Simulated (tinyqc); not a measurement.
# Worked calculation: off-state leakage of single and stacked transistors

Numbers from tinyqc (`OMP_NUM_THREADS=1 python tinyqc.py 2242189 2242190 out.jsonl`; about 0.03 s on one thread of a shared Intel Xeon 2.30GHz). Printed values are rounded.

n-channel devices of unit width. Subthreshold current I(Vg, Vs, Vd) = I0 (T/300 K)^0.5 exp[(Vg - Vs - VT(T) - gb (Vs - Vb) + dd (Vd - Vs))/(nf Vt)] (1 - exp(-(Vd - Vs)/Vt)), VT(T) = VT - cT (T - 300 K). Gate-edge tunnelling Ig (Vd/1 V) exp(ag (Vd - 1 V)), for a gate at 0 V, and band-to-band leakage Ab u exp(-Bb/u), u = Vd - Vb + 1 V, flow at a drain held at V; both are taken as independent of T. In a stack of off transistors (all gates at 0 V) the same subthreshold current passes through each.

Values chosen for this exercise; values of the order met in bulk silicon logic transistors:
- T = 330 K (temperature)
- V = 1.2 V (supply voltage)
- VT = 0.35 V (threshold at 300 K, zero drain and body bias)
- cT = 0.6 mV/K (fall of the threshold with temperature)
- I0 = 0.58 uA/um (current at threshold at 300 K)
- nf = 1.49 (slope factor)
- dd = 0.17 (drain-induced lowering per volt)
- gb = 0.23 (rise of the threshold per volt of source-body bias)
- Ig = 0.0003 uA/um (gate-edge tunnelling current at 1 V)
- ag = 4.5 1/V (exponential slope of the gate current)
- Ab = 30 uA/(um V) (prefactor of band-to-band leakage at the drain)
- Bb = 21 V (its exponential voltage)
- Vb = -0.3 V (body voltage)

Constants: q = 1.602176634e-19 C, kB = 1.380649e-23 J/K, Vt = kB T/q. Results are converted to the units shown.

## Leakage of one transistor

Vg = Vs = 0, Vd = V; effective threshold VT(T) - gb Vb - dd V.

effective threshold = 0.197 V
parts (nA/um): subthreshold 5.820136, gate edge 0.8854571, band-to-band 16.86505
total = 23.57064 nA/um
shares (%): subthreshold 24.69231, gate edge 3.756610, band-to-band 71.55108

The band-to-band part is the largest.

## Starting value

Vx = dd V/(1 + gb + 2 dd), the solution for Vx well above Vt, rounded to three decimals.

Vx at the start = 0.13 V

## Iteration 1: new Vx

Stack of two, Vx the node between them: I_low = I(0, 0, Vx), I_up = I(0, Vx, V), f = ln(I_up/I_low), f' = -(1 + gb + 2 dd)/(nf Vt) - 1/(Vt (exp(Vx/Vt) - 1)) - 1/(Vt (exp((V - Vx)/Vt) - 1)), Vx(new) = Vx - f/f'.

I_low = 0.07870409 nA/um
I_up = 0.07933914 nA/um
f = 0.008036450
f' = -37.42077 1/V
Vx after iteration 1 = 0.1302148 V

## Iteration 2: new Vx

As before.

I_low = 0.07877813 nA/um
I_up = 0.07877815 nA/um
f = 3.003635e-7
f' = -37.41798 1/V
Vx after iteration 2 = 0.1302148 V

## Course of the iteration

Stop when the step is below 1e-11 V, or after 40 iterations.

Course of the iteration:

| iteration | Vx before the step (V) | step (V) |
|---|---|---|
| 1 | 0.13 | 2.15e-4 |
| 2 | 0.1302148 | 8.03e-9 |
| 3 | 0.1302148 | 2.78e-17 |

Converged in 3 iterations. The subthreshold current of the stack is 0.07878 nA/um, 73.9 times less than that of one transistor (the drain leakage is unchanged); the estimate exp[dd V (1 + gb + dd)/((1 + gb + 2 dd) nf Vt)] gives 73.2.
